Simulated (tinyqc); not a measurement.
Inside a calculation. Method: Pariser-Parr-Pople SCF with singles CI, for the molecule C=C1C=CC=CC=C1 (SMILES; centres numbered as the heavy atoms are written). Computed by tinyqc, a small Python program that keeps every step. Settings: charge = 0, gamma = Ohno, start = huckel, damping = 0, iteration cap = 82, excitations kept = 9. Command: `OMP_NUM_THREADS=1 python tinyqc.py 31016 31017 out.jsonl` (the two numbers bound the seeds that draw the settings). One thread of a shared host (Intel(R) Xeon(R) Processor @ 2.60GHz), about 0.02 s of CPU time with the checks. Later iterations appear only in the table of the cycle.

## PPP integrals

Centres (angstrom, eV; a flat drawing with bonds scaled to 1.40 angstrom):
```
centre         x         y  core charge z         W  gamma_rr
1C       2.63700   0.00000              1  12.74000  10.03000
2C       1.23700   0.00000              1  12.74000  10.03000
3C       0.62900   1.26100              1  12.74000  10.03000
4C      -0.73600   1.57300              1  12.74000  10.03000
5C      -1.83000   0.70000              1  12.74000  10.03000
6C      -1.83000  -0.70000              1  12.74000  10.03000
7C      -0.73600  -1.57300              1  12.74000  10.03000
8C       0.62900  -1.26100              1  12.74000  10.03000
```

Resonance integrals (eV):
```
i  j      beta
1  2  -2.39000
2  3  -2.39000
3  4  -2.39000
4  5  -2.39000
5  6  -2.39000
6  7  -2.39000
7  8  -2.39000
8  2  -2.39000
```

Ohno: gamma = 14.399645/sqrt(R^2 + a^2), a = 2 x 14.399645/(gamma_rr + gamma_ss); H_rr = -W_r - sum_(s != r) z_s gamma_rs; H_rs = beta for bonds.

repulsion gamma_rs (eV), order 1C, 2C, 3C, 4C, 5C, 6C, 7C, 8C:
$$\begin{pmatrix}
10.03000 & 7.18090 & 5.19491 & 3.60979 & 3.03536 & 3.03536 & 3.60979 & 5.19491 \\
7.18090 & 10.03000 & 7.18109 & 4.96004 & 4.16418 & 4.16418 & 4.96004 & 7.18109 \\
5.19491 & 7.18109 & 10.03000 & 7.18039 & 4.96170 & 4.16493 & 4.16448 & 4.96197 \\
3.60979 & 4.96004 & 7.18039 & 10.03000 & 7.18182 & 4.96113 & 4.16404 & 4.16448 \\
3.03536 & 4.16418 & 4.96170 & 7.18182 & 10.03000 & 7.18090 & 4.96113 & 4.16493 \\
3.03536 & 4.16418 & 4.16493 & 4.96113 & 7.18090 & 10.03000 & 7.18182 & 4.96170 \\
3.60979 & 4.96004 & 4.16448 & 4.16404 & 4.96113 & 7.18182 & 10.03000 & 7.18039 \\
5.19491 & 7.18109 & 4.96197 & 4.16448 & 4.16493 & 4.96170 & 7.18039 & 10.03000
\end{pmatrix}$$

core matrix H (eV), order 1C, 2C, 3C, 4C, 5C, 6C, 7C, 8C:
$$\begin{pmatrix}
-43.60101 & -2.39000 & 0.00000 & 0.00000 & 0.00000 & 0.00000 & 0.00000 & 0.00000 \\
-2.39000 & -52.53152 & -2.39000 & 0.00000 & 0.00000 & 0.00000 & 0.00000 & -2.39000 \\
0.00000 & -2.39000 & -50.54947 & -2.39000 & 0.00000 & 0.00000 & 0.00000 & 0.00000 \\
0.00000 & 0.00000 & -2.39000 & -48.96168 & -2.39000 & 0.00000 & 0.00000 & 0.00000 \\
0.00000 & 0.00000 & 0.00000 & -2.39000 & -48.39002 & -2.39000 & 0.00000 & 0.00000 \\
0.00000 & 0.00000 & 0.00000 & 0.00000 & -2.39000 & -48.39002 & -2.39000 & 0.00000 \\
0.00000 & 0.00000 & 0.00000 & 0.00000 & 0.00000 & -2.39000 & -48.96168 & -2.39000 \\
0.00000 & -2.39000 & 0.00000 & 0.00000 & 0.00000 & 0.00000 & -2.39000 & -50.54947
\end{pmatrix}$$

## Starting guess

pi electrons, sum of z_r less the charge = 8

Orbitals of the Hueckel matrix of the beta values.

P at the start, order 1C, 2C, 3C, 4C, 5C, 6C, 7C, 8C:
$$\begin{pmatrix}
1.31059 & 0.75638 & -0.16716 & -0.30640 & 0.20950 & 0.20950 & -0.30640 & -0.16716 \\
0.75638 & 0.97628 & 0.44998 & 0.04234 & -0.09690 & -0.09690 & 0.04234 & 0.44998 \\
-0.16716 & 0.44998 & 0.94218 & 0.76530 & 0.06181 & -0.32587 & -0.10582 & 0.24360 \\
-0.30640 & 0.04234 & 0.76530 & 0.96165 & 0.53633 & 0.05289 & -0.12462 & -0.10582 \\
0.20950 & -0.09690 & 0.06181 & 0.53633 & 0.95273 & 0.73758 & 0.05289 & -0.32587 \\
0.20950 & -0.09690 & -0.32587 & 0.05289 & 0.73758 & 0.95273 & 0.53633 & 0.06181 \\
-0.30640 & 0.04234 & -0.10582 & -0.12462 & 0.05289 & 0.53633 & 0.96165 & 0.76530 \\
-0.16716 & 0.44998 & 0.24360 & -0.10582 & -0.32587 & 0.06181 & 0.76530 & 0.94218
\end{pmatrix}$$

## Iteration 1: Fock matrix

F_rr = H_rr + P_rr gamma_rr / 2 + sum_(s != r) P_ss gamma_rs; F_rs = H_rs - P_rs gamma_rs / 2; E = tr P (H + F) / 2 + core repulsion sum_(r<s) z_r z_s gamma_rs.

F (eV), order 1C, 2C, 3C, 4C, 5C, 6C, 7C, 8C:
$$\begin{pmatrix}
-7.50226 & -5.10574 & 0.43418 & 0.55302 & -0.31795 & -0.31795 & 0.55302 & 0.43418 \\
-5.10574 & -7.21812 & -4.00567 & -0.10501 & 0.20175 & 0.20175 & -0.10501 & -4.00567 \\
0.43418 & -4.00567 & -7.72516 & -5.13757 & -0.15335 & 0.67861 & 0.22034 & -0.60436 \\
0.55302 & -0.10501 & -5.13757 & -8.30341 & -4.31591 & -0.13121 & 0.25945 & 0.22034 \\
-0.31795 & 0.20175 & -0.15335 & -4.31591 & -8.45085 & -5.03825 & -0.13121 & 0.67861 \\
-0.31795 & 0.20175 & 0.67861 & -0.13121 & -5.03825 & -8.45085 & -4.31591 & -0.15335 \\
0.55302 & -0.10501 & 0.22034 & 0.25945 & -0.13121 & -4.31591 & -8.30341 & -5.13757 \\
0.43418 & -4.00567 & -0.60436 & 0.22034 & 0.67861 & -0.15335 & -5.13757 & -7.72516
\end{pmatrix}$$

pi energy = -118.76073 eV

## Iteration 1: orbitals and new P

Diagonalise F (the basis is taken as orthonormal) and form P = 2 sum c c over the lowest orbitals.

orbital energies (eV): [-17.08612, -14.76284, -14.52188, -10.51022, -4.30573, -3.23137, -0.26865, 1.00759]

P after iteration 1, order 1C, 2C, 3C, 4C, 5C, 6C, 7C, 8C:
$$\begin{pmatrix}
1.18513 & 0.81794 & -0.12917 & -0.30906 & 0.19011 & 0.19011 & -0.30906 & -0.12917 \\
0.81794 & 0.99086 & 0.40010 & 0.02287 & -0.06957 & -0.06957 & 0.02287 & 0.40010 \\
-0.12917 & 0.40010 & 0.92509 & 0.79682 & 0.04383 & -0.33222 & -0.06855 & 0.25635 \\
-0.30906 & 0.02287 & 0.79682 & 1.00370 & 0.50065 & 0.01403 & -0.11609 & -0.06855 \\
0.19011 & -0.06957 & 0.04383 & 0.50065 & 0.98321 & 0.77175 & 0.01403 & -0.33222 \\
0.19011 & -0.06957 & -0.33222 & 0.01403 & 0.77175 & 0.98321 & 0.50065 & 0.04383 \\
-0.30906 & 0.02287 & -0.06855 & -0.11609 & 0.01403 & 0.50065 & 1.00370 & 0.79682 \\
-0.12917 & 0.40010 & 0.25635 & -0.06855 & -0.33222 & 0.04383 & 0.79682 & 0.92509
\end{pmatrix}$$

## Iteration 2: Fock matrix

As before.

F (eV), order 1C, 2C, 3C, 4C, 5C, 6C, 7C, 8C:
$$\begin{pmatrix}
-7.71569 & -5.32678 & 0.33552 & 0.55782 & -0.28853 & -0.28853 & 0.55782 & 0.33552 \\
-5.32678 & -7.62039 & -3.82657 & -0.05672 & 0.14485 & 0.14485 & -0.05672 & -3.82657 \\
0.33552 & -3.82657 & -7.68748 & -5.25073 & -0.10874 & 0.69184 & 0.14273 & -0.63600 \\
0.55782 & -0.05672 & -5.25073 & -8.12177 & -4.18780 & -0.03481 & 0.24171 & 0.14273 \\
-0.28853 & 0.14485 & -0.10874 & -4.18780 & -8.04459 & -5.16092 & -0.03481 & 0.69184 \\
-0.28853 & 0.14485 & 0.69184 & -0.03481 & -5.16092 & -8.04459 & -4.18780 & -0.10874 \\
0.55782 & -0.05672 & 0.14273 & 0.24171 & -0.03481 & -4.18780 & -8.12177 & -5.25073 \\
0.33552 & -3.82657 & -0.63600 & 0.14273 & 0.69184 & -0.10874 & -5.25073 & -7.68748
\end{pmatrix}$$

pi energy = -118.98003 eV

## Iteration 2: orbitals and new P

As before.

orbital energies (eV): [-16.89810, -14.74244, -14.33745, -10.76304, -4.04625, -3.15353, 0.08507, 0.81198]

P after iteration 2, order 1C, 2C, 3C, 4C, 5C, 6C, 7C, 8C:
$$\begin{pmatrix}
1.14870 & 0.83935 & -0.12143 & -0.29976 & 0.17912 & 0.17912 & -0.29976 & -0.12143 \\
0.83935 & 1.00171 & 0.37864 & 0.01940 & -0.06325 & -0.06325 & 0.01940 & 0.37864 \\
-0.12143 & 0.37864 & 0.93482 & 0.81466 & 0.03676 & -0.32950 & -0.06255 & 0.24521 \\
-0.29976 & 0.01940 & 0.81466 & 1.00567 & 0.47939 & 0.01349 & -0.11019 & -0.06255 \\
0.17912 & -0.06325 & 0.03676 & 0.47939 & 0.98431 & 0.78977 & 0.01349 & -0.32950 \\
0.17912 & -0.06325 & -0.32950 & 0.01349 & 0.78977 & 0.98431 & 0.47939 & 0.03676 \\
-0.29976 & 0.01940 & -0.06255 & -0.11019 & 0.01349 & 0.47939 & 1.00567 & 0.81466 \\
-0.12143 & 0.37864 & 0.24521 & -0.06255 & -0.32950 & 0.03676 & 0.81466 & 0.93482
\end{pmatrix}$$

## Convergence

Stop when output and input P, before any damping, agree to 1e-7.

Course of the cycle:
```
iteration        E (eV)  largest |P(out) - P(in)|
1          -118.7607341                  1.25e-01
2          -118.9800336                  3.64e-02
3          -119.0195836                  1.54e-02
4          -119.0317393                  8.50e-03
5          -119.0358835                  5.34e-03
6          -119.0373762                  3.33e-03
7          -119.0379289                  2.07e-03
8          -119.0381364                  1.29e-03
9          -119.0382147                  7.98e-04
10         -119.0382444                  4.94e-04
11         -119.0382557                  3.05e-04
...                 ...                       ...
18         -119.0382626                  1.04e-05
19         -119.0382626                  6.41e-06
20         -119.0382626                  3.95e-06
21         -119.0382626                  2.44e-06
22         -119.0382626                  1.50e-06
23         -119.0382626                  9.26e-07
24         -119.0382626                  5.71e-07
25         -119.0382626                  3.52e-07
26         -119.0382626                  2.17e-07
27         -119.0382626                  1.34e-07
28         -119.0382626                  8.24e-08
```

Converged in 28 iterations.

## Converged orbitals

Charges are z - P_rr.

orbital energies (eV): [-16.79924, -14.69330, -14.25036, -10.86694, -3.87680, -3.07220, 0.18814, 0.81502]

coefficients, order 1C, 2C, 3C, 4C, 5C, 6C, 7C, 8C:
$$\begin{pmatrix}
0.20300 & 0.38101 & 0.00000 & 0.61020 & 0.00000 & 0.54950 & 0.00000 & -0.37327 \\
0.41335 & 0.52296 & 0.00000 & 0.24010 & 0.00000 & -0.37649 & 0.00000 & 0.59688 \\
0.37002 & 0.20338 & 0.42849 & -0.33699 & 0.49929 & -0.18637 & 0.25905 & -0.41644 \\
0.36418 & -0.14761 & 0.52375 & -0.26889 & -0.23538 & 0.44866 & -0.41265 & 0.26829 \\
0.35274 & -0.47699 & 0.20514 & 0.31485 & -0.44194 & -0.20524 & 0.51246 & -0.08247 \\
0.35274 & -0.47699 & -0.20514 & 0.31485 & 0.44194 & -0.20524 & -0.51246 & -0.08247 \\
0.36418 & -0.14761 & -0.52375 & -0.26889 & 0.23538 & 0.44866 & 0.41265 & 0.26829 \\
0.37002 & 0.20338 & -0.42849 & -0.33699 & -0.49929 & -0.18637 & -0.25905 & -0.41644
\end{pmatrix}$$

pi charges: 1C -0.11745, 2C -0.00399, 3C 0.04910, 4C -0.00207, 5C 0.01368, 6C 0.01368, 7C -0.00207, 8C 0.04910

## Singles CI, singlets

Over the 9 single excitations with the smallest orbital gaps: A = (e_a - e_i) delta + 2 (ia|jb) - (ij|ab), with (pq|rs) = sum c_mp c_mq gamma_mn c_nr c_ns. f = 2/3 w |mu|^2 in atomic units, mu = sqrt2 sum c_ia sum_m c_mi c_ma R_m.

singlet CI matrix (eV):
```
          4>5       4>6       3>5       2>5       4>7       3>6       2>6      4>8
4>5   2.21481   0.00000   0.00000  -0.13547  -0.41310  -0.50356   0.00000  0.00000
4>6   0.00000   4.19558   0.66568   0.00000   0.00000   0.00000  -0.03642  0.17505
3>5   0.00000   0.66568   5.74995   0.00000   0.00000   0.00000  -0.56537  0.16219
2>5  -0.13547   0.00000   0.00000   6.09095   0.03959   0.54741   0.00000  0.00000
4>7  -0.41310   0.00000   0.00000   0.03959   6.63980   0.01524   0.00000  0.00000
3>6  -0.50356   0.00000   0.00000   0.54741   0.01524   6.42715   0.00000  0.00000
2>6   0.00000  -0.03642  -0.56537   0.00000   0.00000   0.00000   6.84743  0.02312
4>8   0.00000   0.17505   0.16219   0.00000   0.00000   0.00000   0.02312  6.62723
1>5   0.04050   0.00000   0.00000   0.04741  -0.20982   0.13236   0.00000  0.00000

          1>5
4>5   0.04050
4>6   0.00000
3>5   0.00000
2>5   0.04741
4>7  -0.20982
3>6   0.13236
2>6   0.00000
4>8   0.00000
1>5   7.73828
```

singlet excitation energies (eV): [2.11713, 3.93599, 5.68958, 5.69561, 6.59766, 6.66671, 6.90579, 7.12791, 7.79480]

oscillator strengths: [0.03745, 0.56052, 1.13884, 0.05749, 0.00466, 0.02792, 0.97347, 0.29184, 0.00003]

## Singles CI, triplets

Over the 9 single excitations with the smallest orbital gaps: A = (e_a - e_i) delta - (ij|ab), with (pq|rs) = sum c_mp c_mq gamma_mn c_nr c_ns.

triplet CI matrix (eV):
```
          4>5       4>6       3>5       2>5       4>7       3>6       2>6       4>8
4>5   1.59042   0.00000   0.00000   0.56906  -0.23368  -0.39762   0.00000   0.00000
4>6   0.00000   2.04119  -0.39762   0.00000   0.00000   0.00000  -0.37980   0.46245
3>5   0.00000  -0.39762   4.30064   0.00000   0.00000   0.00000   0.00724  -0.58301
2>5   0.56906   0.00000   0.00000   4.99548  -0.60925   0.00724   0.00000   0.00000
4>7  -0.23368   0.00000   0.00000  -0.60925   5.90517  -0.57203   0.00000   0.00000
3>6  -0.39762   0.00000   0.00000   0.00724  -0.57203   5.58911   0.00000   0.00000
2>6   0.00000  -0.37980   0.00724   0.00000   0.00000   0.00000   5.98097   0.79763
4>8   0.00000   0.46245  -0.58301   0.00000   0.00000   0.00000   0.79763   5.68124
1>5   0.21572   0.00000   0.00000   0.27401   0.42751   0.50144   0.00000   0.00000

         1>5
4>5  0.21572
4>6  0.00000
3>5  0.00000
2>5  0.27401
4>7  0.42751
3>6  0.50144
2>6  0.00000
4>8  0.00000
1>5  6.92528
```

triplet excitation energies (eV): [1.44126, 1.88532, 4.04418, 4.46409, 5.37092, 5.42855, 6.51617, 6.70363, 7.15540]
